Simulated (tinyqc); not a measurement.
Silicon n-p-n transistor, Gummel numbers and transit times: two steps of the calculation.

One-dimensional n-p-n transistor in the forward active mode at low injection. In the base p(x) = NB exp(-eta x/wb) and ni(x)^2 = ni^2 exp((g0 + g1 x/wb)/Vt); electrons leave the base at vsat; band spikes at the emitter junction and recombination inside the emitter are ignored.

Values chosen for this exercise; band and dielectric values close to those of silicon: temperature T = 250 K; band gap Eg = 1.14 eV; relative permittivity eps_r = 11.7; conduction-band density of states at T Nc = 2.17e19 cm^-3; valence-band density of states at T Nv = 2.05e19 cm^-3; saturation velocity vsat = 1.01e7 cm/s; neutral base width wb = 86 nm; base doping at the emitter edge NB = 3.7e17 cm^-3; doping falls as exp(-eta x/wb) eta = 0; gap reduction at the emitter edge of the base g0 = 0 eV; further gap reduction across the base (linear) g1 = 0 eV; electron diffusion coefficient in the base Dn = 7.4 cm^2/s; emitter doping NE = 1.9e20 cm^-3; gap reduction in the emitter (negative: wider gap) gE = 0.094 eV; neutral emitter width we = 210 nm; hole diffusion coefficient in the emitter Dp = 0.81 cm^2/s; recombination velocity at the emitter contact Se = 7e6 cm/s; electron lifetime in the base tb = 4e-8 s; collector doping NC = 2.6e16 cm^-3; collector-base reverse bias VCB = 0.9 V.

Constants: q = 1.602176634e-19 C, kB = 1.380649e-23 J/K, Vt = kB T/q, eps0 = 8.8541878128e-14 F/cm where lengths are in cm. Results are converted to the units shown.

Question 1. Base Gummel number and transit time. f(x) = p(x) ni^2/ni(x)^2; I(x) = integral from x to wb of f/Dn, plus f(wb)/vsat; base Gummel number GB = I(0); electron density per unit flux n/(J/q) = I/f; base transit time tauB = integral of I/f over the base. Trapezoid rule on 8 equal steps.

Find: x; f; I; I/f; GB; tauB.

Answer 1.

```
point  x (nm)  f (cm^-3)  I (s/cm^4)  I/f (s/cm)
0       0.000  3.7000e17   4.6663e11   1.2612e-6
1      10.750  3.7000e17   4.1288e11   1.1159e-6
2      21.500  3.7000e17   3.5913e11   9.7063e-7
3      32.250  3.7000e17   3.0538e11   8.2536e-7
4      43.000  3.7000e17   2.5163e11   6.8009e-7
5      53.750  3.7000e17   1.9788e11   5.3482e-7
6      64.500  3.7000e17   1.4413e11   3.8955e-7
7      75.250  3.7000e17   9.0384e10   2.4428e-7
8      86.000  3.7000e17   3.6634e10   9.9010e-8
```

GB = 4.6663e11 s/cm^4
tauB = 5.8488 ps

Question 2. Gain, Early voltage and collector delay. ni = sqrt(Nc Nv) exp(-Eg/(2 Vt)), Eg in volts; GE = NE exp(-gE/Vt)(we/Dp + 1/Se); JC = J0 exp(VBE/Vt), J0 = q ni^2/GB; gain limited by back injection GE/GB, by base recombination tb/tauB, together 1/beta = the sum of the inverses; collector layer one-sided, Wc = sqrt(2 eps0 eps_r (Vbc + VCB)/(q NC)), Vbc = Vt ln(p(wb) NC/ni^2), Cjc = eps0 eps_r/Wc; Early voltage VA = GB q p(wb)/(f(wb) Cjc [1/Dn - (eta + g1/Vt)/(wb vsat)]), f(wb) = p(wb) exp(-(g0 + g1)/Vt), p(wb) = NB exp(-eta); tauC = Wc/(2 vsat).

GB = 4.6663366e11 s/cm^4
tauB = 5.8487824 ps

Find: ni; GE; J0; GE/GB; tb/tauB; beta; Wc; Cjc; VA; tauC.

Answer 2.

ni = 6.8142e7 cm^-3
GE = 6.3084e13 s/cm^4
J0 = 1.5943e-15 A/cm^2
GE/GB = 135.19
tb/tauB = 6839.0
beta = 132.57
Wc = 299.92 nm
Cjc = 0.34540 fF/um^2
VA = 16.017 V
tauC = 1.4848 ps

The gain is limited more by back injection into the emitter. beta VA = 2120 V.

Range of the model: Heavy doping makes emitter or base degenerate; gE and g0 are to be read as apparent gap changes that include this.

Numbers from tinyqc (`OMP_NUM_THREADS=1 python tinyqc.py 2320069 2320070 out.jsonl`; about 0.01 s on one thread of a shared Intel Xeon 2.30GHz).
